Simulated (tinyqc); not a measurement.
Single-junction solar cell, detailed-balance limit: two steps of the calculation.

Every photon above the gap Eg makes one pair and none below is absorbed; carriers thermalise at T and move without loss. Jsc = q fs X Phi(Eg, Ts); the dark current is J0 = q ge Phi(Eg, T)/ERE with the Boltzmann factor exp(V/Vt). The efficiency is the electrical power over fs X sigma Ts^4.

Parameters, values chosen for the exercise: temperature of the black-body sun Ts = 7000 K; band gap Eg = 2.08 eV.

Constants: q = 1.602176634e-19 C, kB = 1.380649e-23 J/K, h = 6.62607015e-34 J s, c = 299792458 m/s. Results are converted to the units shown.

Task 1. Photon flux of the source, term by term. Photon flux above E from a black body at temperature T into a hemisphere: Phi(E, T) = A sum_k exp(-k E/th)[E^2 th/k + 2 E th^2/k^2 + 2 th^3/k^3], k = 1, 2, ..., with th = kB T/q in eV and A = 2 pi q^3/(h^3 c^2). The first six terms at E = Eg, T = Ts are listed; the flux takes all.

Give: th; A; terms k = 1..6; Phi(Eg, Ts).

Result 1.

th = 0.60321 eV
A = 9.8833e22 cm^-2 s^-1 eV^-3
terms k = 1..6 (eV^3): 0.14510  0.0017580  3.3915e-5  7.7122e-7  1.9065e-8  4.9564e-10
Phi(Eg, Ts) = 1.4518e22 cm^-2 s^-1

Task 2. Maximum power point by substitution. v = Vmp/Vt solves (1 + v) exp(v) = 1 + Jsc/J0; v(new) = ln[(1 + Jsc/J0)/(1 + v)].

v after iteration 1 = 57.617443
Jsc = 50.241004 mA/cm^2
J0 = 4.7656358e-24 mA/cm^2

Find: v after iteration 2.

Result 2.

v after iteration 2 = 53.55

Numbers from tinyqc (`OMP_NUM_THREADS=1 python tinyqc.py 2820016 2820017 out.jsonl`; about 0.01 s on one thread of a shared Intel Xeon 2.30GHz).
